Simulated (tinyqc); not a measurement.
Worked calculation: Hueckel theory of the pi electrons with the omega technique, for the molecule C=C1C=CC=CC=C1N (SMILES; centres numbered as the heavy atoms are written). One step of it, computed by the program tinyqc.

Problem. Energy, charges, bond orders. E = sum n x; q_r = z_r - P_rr; bond order p = P_rs; free valence = sqrt(3) - sum of p over the bonds of the atom.

final x values: [2.310025, 1.750273, 1.404596, 1.062281, 0.118008, -0.507668, -0.818558, -1.805142, -2.013815]

occupations: [2.000000, 2.000000, 2.000000, 2.000000, 2.000000, 0.000000, 0.000000, 0.000000, 0.000000]

final P, order 1C, 2C, 3C, 4C, 5C, 6C, 7C, 8C, 9N:
```
[[1.217468, 0.777255, -0.182458, -0.306333, 0.239231, 0.186920, -0.341206, -0.113247, 0.005958],
 [0.777255, 1.015808, 0.445563, 0.013488, -0.089367, -0.073355, 0.037671, 0.419110, -0.080485],
 [-0.182458, 0.445563, 0.985832, 0.767529, 0.007849, -0.322906, -0.034243, 0.233936, -0.136576],
 [-0.306333, 0.013488, 0.767529, 0.981970, 0.533884, 0.042398, -0.125495, -0.104725, 0.054825],
 [0.239231, -0.089367, 0.007849, 0.533884, 1.008138, 0.731797, -0.023593, -0.307358, 0.138096],
 [0.186920, -0.073355, -0.322906, 0.042398, 0.731797, 0.962281, 0.550408, 0.081935, -0.083686],
 [-0.341206, 0.037671, -0.034243, -0.125495, -0.023593, 0.550408, 1.041611, 0.720620, -0.201763],
 [-0.113247, 0.419110, 0.233936, -0.104725, -0.307358, 0.081935, 0.720620, 0.898021, 0.339048],
 [0.005958, -0.080485, -0.136576, 0.054825, 0.138096, -0.083686, -0.201763, 0.339048, 1.888872]]
```

Centres:
```
centre  z_r, pi electrons of the neutral centre         h
1C                                            1  0.000000
2C                                            1  0.000000
3C                                            1  0.000000
4C                                            1  0.000000
5C                                            1  0.000000
6C                                            1  0.000000
7C                                            1  0.000000
8C                                            1  0.000000
9N                                            2  1.500000
```

Bonds:
```
i  j         k
1  2         1
2  3         1
3  4         1
4  5         1
5  6         1
6  7         1
7  8         1
8  9  0.800000
8  2         1
```

Give: pi energy = 10 alpha + this times beta; pi charges; Bond orders and lengths from R = 1.517 - 0.180 p; free valence of the carbons; gap between the highest filled and the next level.

Solution.

pi energy = 10 alpha + this times beta = 13.290

pi charges: [-0.217, -0.016, 0.014, 0.018, -0.008, 0.038, -0.042, 0.102, 0.111]

Bond orders and lengths from R = 1.517 - 0.180 p (angstrom, C-C alone):
```
bond      p      R
1-2   0.777  1.377
2-3   0.446  1.437
3-4   0.768  1.379
4-5   0.534  1.421
5-6   0.732  1.385
6-7   0.550  1.418
7-8   0.721  1.387
8-9   0.339      -
8-2   0.419  1.442
```

free valence of the carbons: [0.955, 0.090, 0.519, 0.431, 0.466, 0.450, 0.461, 0.253]

gap between the highest filled and the next level = 0.626 |beta|
